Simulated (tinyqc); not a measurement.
From results to parameters: diatomic chain. Computed by the program tinyqc.

Problem. A chain of two alternating masses has one spring constant k; at the zone edge omega^2 = 2k/M and 2k/m, and wavenumber = 521.4708 sqrt(omega^2) with omega^2 in eV/(angstrom^2 u). Find k, the heavier mass and the optical wavenumber at q = 0.

wavenumbers at the zone edge (cm^-1): 294.770164  397.896314
lighter mass = 37.100000 u

Solution. The upper value gives k = m omega^2/2, the ratio of the squares gives M/m, and at q = 0 omega^2 = 2k (1/m + 1/M), the sum of the two.

k = 10.800 eV/angstrom^2
heavier mass = 67.6000 u
optical wavenumber at q = 0 = 495.188 cm^-1
